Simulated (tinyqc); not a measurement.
# Short-channel transistor, virtual-source model with series resistance: what changes with what

The current per gate width is the charge at the top of the source barrier (the virtual source) times its velocity times a saturation function; al and be are fitting constants of the model. Units: I in uA/um, Rs in ohm um, so I Rs = 1e-6 I Rs in volts; Q in uC/cm^2, so I = 1e-4 Q vx0 Fsat with vx0 in cm/s.

Parameters, values chosen for the exercise: temperature T = 300 K; inversion capacitance Cinv = 3.85 uF/cm^2; velocity at the virtual source vx0 = 1.05e7 cm/s; apparent mobility mu = 700 cm^2/(V s); channel length L = 20 nm; threshold at zero drain voltage VT0 = 0.43 V; drain-induced barrier lowering dl = 0.134 V/V; subthreshold factor n0 = 1.06; growth of n with drain voltage nd = 0.1 1/V; threshold shift (in units of Vt) from weak to strong inversion al = 3.5; sharpness of saturation be = 1.8; series resistance of each contact Rs = 30 ohm um.

Constants: q = 1.602176634e-19 C, kB = 1.380649e-23 J/K, Vt = kB T/q. Results are converted to the units shown.

Each table varies one quantity; the others keep the values above.

## Effect of the threshold at zero drain voltage on the on and off currents

Intrinsic voltages Vg' = Vgs - I Rs, Vd' = Vds - 2 I Rs. n = n0 + nd Vd', VT = VT0 - dl Vd', Ff = 1/(1 + exp((Vg' - VT + al Vt/2)/(al Vt))), Q = Cinv n Vt ln(1 + exp((Vg' - VT + al Vt Ff)/(n Vt))), Vdsat = (vx0 L/mu)(1 - Ff) + Vt Ff, Fsat = u/(1 + u^be)^(1/be) with u = Vd'/Vdsat, and I = Q vx0 Fsat per width. I is solved self-consistently. Ion is I at Vgs = Vds = 0.9 V, Ioff at Vgs = 0, Vds = 0.9 V, and Rlin = Vds/I at Vgs = 0.9 V, Vds = 0.05 V.

Result of one run:
```
VT0 (V)	Ion (uA/um)	Ioff (nA/um)	log10(Ion/Ioff)	Rlin (ohm um)
0.35	2346.5	786.24	3.4749	75.003
```

What becomes of these results when the threshold at zero drain voltage VT0 is changed from 0.35 to 0.3 V, all else the same?

Result of the changed run:
```
VT0 (V)	Ion (uA/um)	Ioff (nA/um)	log10(Ion/Ioff)	Rlin (ohm um)
0.3	2521.3	3374.4	2.8734	73.603
```

The whole series:
```
VT0 (V)	Ion (uA/um)	Ioff (nA/um)	log10(Ion/Ioff)	Rlin (ohm um)
0.15	3045.5	1.0261e5	1.4725	70.629
0.2	2870.8	40779	1.8476	71.464
0.25	2696.0	12817	2.3229	72.442
0.3	2521.3	3374.4	2.8734	73.603
0.35	2346.5	786.24	3.4749	75.003
0.4	2171.9	168.61	4.1099	76.720
0.45	1997.3	34.231	4.7660	78.875
0.5	1822.9	6.7109	5.4340	81.649
```

As VT0 goes from 0.15 to 0.5 V, Ion falls from 3050 to 1820 uA/um, Ioff falls from 1.03e5 to 6.71 nA/um and Rlin rises from 70.6 to 81.6 ohm um. Ion changes by a factor of 0.599 and Ioff by 6.54e-5. The off current depends on it through an exponential, the on current about linearly. For VT0 = 0.15 to 0.3 V the off current passes 1 uA/um, so the device is hardly off at Vgs = 0.

## Effect of the channel length on the on and off currents

Same model as above.

mu, vx0, VT0, dl and n0 are held fixed.

Effect of the channel length on the on and off currents:
```
L (nm)	Ion (uA/um)	Ioff (nA/um)	log10(Ion/Ioff)	Rlin (ohm um)
10	2069	65.11	4.502	69.30
15	2068	65.11	4.502	73.68
24	2066	65.11	4.502	81.32
36	2062	65.10	4.501	91.23
55	2053	65.10	4.499	106.5
85	2033	65.09	4.495	130.3
130	1993	65.07	4.486	165.5
200	1913	65.04	4.469	219.9
```

As L goes from 10 to 200 nm, Ion falls from 2070 to 1910 uA/um, Ioff stays near 65.1 nA/um and Rlin rises from 69.3 to 220 ohm um. Ion changes by a factor of 0.925 and Ioff by 0.999. Below threshold Vdsat is near Vt, so L and mu hardly reach the off current. At L = 200 nm the channel is long for this model, whose fixed vx0 belongs to short devices.

## Effect of the series resistance of each contact on the on and off currents

Same model as above.

Effect of the series resistance of each contact on the on and off currents:
```
Rs (ohm um)	Ion (uA/um)	Ioff (nA/um)	log10(Ion/Ioff)	Rlin (ohm um)
0	2385	65.11	4.564	31.24
25	2114	65.11	4.511	68.38
50	1899	65.11	4.465	117.2
100	1578	65.10	4.384	216.8
150	1350	65.09	4.317	316.7
200	1181	65.08	4.259	416.7
300	944.6	65.06	4.162	616.7
400	788.2	65.04	4.083	816.6
```

As Rs goes from 0 to 400 ohm um, Ion falls from 2380 to 788 uA/um, Ioff stays near 65.1 nA/um and Rlin rises from 31.2 to 817 ohm um. Ion changes by a factor of 0.331 and Ioff by 0.999. The off current drops so little voltage over Rs that it changes by under 1 %.

Program tinyqc, `OMP_NUM_THREADS=1 python tinyqc.py 2380054 2380055 out.jsonl`; Intel Xeon 2.30GHz, shared host, one thread, about 0.01 s.
